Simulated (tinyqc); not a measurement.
Exchange-only LDA atom on a uniform radial grid, spin-unpolarised, for C(2+), step by step. Computed by tinyqc, a small Python program that keeps every step. Settings: Z = 6, points = 256, R = 8.7, functional = Slater exchange alone, mixing = 0.2, iteration cap = 55. Command: `OMP_NUM_THREADS=1 python tinyqc.py 20281 20282 out.jsonl` (the two numbers bound the seeds that draw the settings). One thread of a shared host (Intel(R) Xeon(R) Processor @ 2.60GHz), about 1 s of CPU time with the checks. Later iterations appear only in the table of the cycle.

## Iteration 1

Spherical atom on a uniform radial grid r_j = j h with h = R/(N + 1), h sum u^2 = 1 and integrals as h times sums, u(0) = u(R) = 0 (atomic units):
```
parameter           value
Z                       6
points N              256
R                8.700000
h                0.033852
mixing           0.200000
electrons in 1s         2
electrons in 2s         2
```

Three-point differences turn -u''/2 + [l(l+1)/2r^2 - Z/r + V] u = e u into a tridiagonal matrix (diagonal 1/h^2 + potential, off-diagonal -1/2h^2). D = sum f u^2; the Hartree potential y/r solves y'' = -D/r with y(0) = 0, y(R) = N_e; v_xc comes from rho = D/(4 pi r^2); E = sum f e - int D V + int D (V_H/2 + eps_xc); V(new) = V + mixing (V_H + v_xc - V).

eigenvalues (hartree): [-17.818087, -4.488457]

Every 16th grid point:
```
r             V in     u(1s)      u(2s)         D       V_H       v_xc
0.541634  0.000000  0.624784  -0.687144  1.725044  5.872740  -0.764510
1.083268  0.000000  0.049535  -0.982940  1.937251  3.550536  -0.500601
1.624903  0.000000  0.002946  -0.501939  0.503902  2.450934  -0.243866
2.166537  0.000000  0.000156  -0.187661  0.070433  1.845568  -0.104473
2.708171  0.000000  0.000008  -0.060023  0.007206  1.476971  -0.042108
3.249805  0.000000  3.67e-07  -0.017471  0.000610  1.230841  -0.016377
3.791440  0.000000  1.70e-08  -0.004773  0.000046  1.055008  -0.006222
4.333074  0.000000  7.69e-10  -0.001246  3.11e-06  0.923132  -0.002325
4.874708  0.000000  3.43e-11  -0.000314  1.98e-07  0.820562  -0.000858
5.416342  0.000000         0  -0.000077  1.19e-08  0.738506  -0.000314
5.957977  0.000000         0  -0.000019  6.89e-10  0.671369  -0.000114
6.499611  0.000000         0  -4.38e-06  3.84e-11  0.615421  -0.000041
7.041245  0.000000         0  -1.02e-06         0  0.568081  -0.000015
7.582879  0.000000         0  -2.34e-07         0  0.527504   0.000000
8.124514  0.000000         0  -5.11e-08         0  0.492337   0.000000
8.666148  0.000000         0  -2.04e-09         0  0.461566   0.000000
```

total energy = -34.59461618 hartree

## Iteration 2

As before.

eigenvalues (hartree): [-16.265292, -3.769490]

Every 16th grid point:
```
r             V in     u(1s)      u(2s)         D       V_H       v_xc
0.541634  1.021646  0.645851  -0.619197  1.601056  5.775397  -0.745736
1.083268  0.609987  0.056343  -0.986772  1.953786  3.518203  -0.502021
1.624903  0.441414  0.003744  -0.557036  0.620606  2.445770  -0.261401
2.166537  0.348219  0.000223  -0.231582  0.107261  1.844996  -0.120196
2.708171  0.286973  0.000012  -0.082765  0.013700  1.476919  -0.052165
3.249805  0.242893  6.74e-07  -0.027020  0.001460  1.230837  -0.021902
3.791440  0.209757  3.55e-08  -0.008305  0.000138  1.055008  -0.009001
4.333074  0.184161  1.83e-09  -0.002445  0.000012  0.923132  -0.003644
4.874708  0.163941  9.33e-11  -0.000697  9.71e-07  0.820562  -0.001459
5.416342  0.147638         0  -0.000194  7.50e-08  0.738506  -0.000579
5.957977  0.134251         0  -0.000053  5.56e-09  0.671369  -0.000228
6.499611  0.123076         0  -0.000014  3.99e-10  0.615421  -0.000090
7.041245  0.113613         0  -3.73e-06  2.78e-11  0.568081  -0.000035
7.582879  0.105501         0  -9.70e-07         0  0.527504  -0.000014
8.124514  0.098467         0  -2.38e-07         0  0.492337   0.000000
8.666148  0.092313         0  -1.01e-08         0  0.461566   0.000000
```

total energy = -34.91636204 hartree

## Iteration 3

As before.

eigenvalues (hartree): [-15.063404, -3.223860]

Every 16th grid point:
```
r             V in     u(1s)      u(2s)         D       V_H       v_xc
0.541634  1.823249  0.662605  -0.564089  1.514485  5.692699  -0.732045
1.083268  1.091226  0.062346  -0.982172  1.937097  3.487235  -0.500588
1.624903  0.790005  0.004527  -0.601108  0.722702  2.439899  -0.275014
2.166537  0.623535  0.000296  -0.272305  0.148300  1.844210  -0.133903
2.708171  0.514529  0.000018  -0.106476  0.022674  1.476832  -0.061704
3.249805  0.436101  1.09e-06  -0.038157  0.002912  1.230828  -0.027568
3.791440  0.377007  6.39e-08  -0.012907  0.000333  1.055007  -0.012077
4.333074  0.331227  3.66e-09  -0.004191  0.000035  0.923132  -0.005219
4.874708  0.294973  2.07e-10  -0.001319  3.48e-06  0.820562  -0.002233
5.416342  0.265696  1.16e-11  -0.000406  3.29e-07  0.738506  -0.000948
5.957977  0.241629         0  -0.000122  2.99e-08  0.671369  -0.000400
6.499611  0.221527         0  -0.000036  2.63e-09  0.615421  -0.000168
7.041245  0.204500         0  -0.000011  2.26e-10  0.568081  -0.000070
7.582879  0.189899         0  -3.06e-06  1.88e-11  0.527504  -0.000029
8.124514  0.177241         0  -8.22e-07         0  0.492337   0.000000
8.666148  0.166164         0  -3.66e-08         0  0.461566   0.000000
```

total energy = -35.12678915 hartree

## Convergence

Stop when input and output potentials agree to 1e-7.

Course of the cycle (hartree):
```
iteration             E       e(1s)      e(2s)  largest |V(out) - V(in)|
1          -34.59461618  -17.818087  -4.488457                  1.02e+01
2          -34.91636204  -16.265292  -3.769490                  7.84e+00
3          -35.12678915  -15.063404  -3.223860                  6.04e+00
4          -35.26254992  -14.133902  -2.808341                  4.65e+00
5          -35.34904149  -13.415655  -2.490839                  3.57e+00
6          -35.40351340  -12.861103  -2.247466                  2.74e+00
7          -35.43746570  -12.433268  -2.060377                  2.10e+00
8          -35.45843473  -12.103429  -1.916187                  1.60e+00
9          -35.47128215  -11.849299  -1.804810                  1.23e+00
10         -35.47909990  -11.653607  -1.718614                  9.41e-01
11         -35.48382972  -11.502986  -1.651797                  7.20e-01
...                 ...         ...        ...                       ...
45         -35.49090818  -11.001644  -1.417039                  8.97e-05
46         -35.49090818  -11.001628  -1.417026                  6.94e-05
47         -35.49090818  -11.001616  -1.417016                  5.37e-05
48         -35.49090818  -11.001607  -1.417008                  4.16e-05
49         -35.49090818  -11.001600  -1.417002                  3.22e-05
50         -35.49090818  -11.001594  -1.416997                  2.51e-05
51         -35.49090818  -11.001590  -1.416993                  1.97e-05
52         -35.49090818  -11.001587  -1.416990                  1.56e-05
53         -35.49090818  -11.001584  -1.416987                  1.23e-05
54         -35.49090818  -11.001582  -1.416985                  9.65e-06
55         -35.49090818  -11.001581  -1.416984                  7.61e-06
```

Not converged within 55 iterations: the residual falls steadily but slowly, by a factor of about 0.78 a step. Reruns (cap 100 unless said): mixing 0.3: converged in 47; mixing 0.6: converged in 19; the original settings with a cap of 400: converged in 74. Even converged, this uniform grid resolves the cusp poorly and misses the energy of the atom.
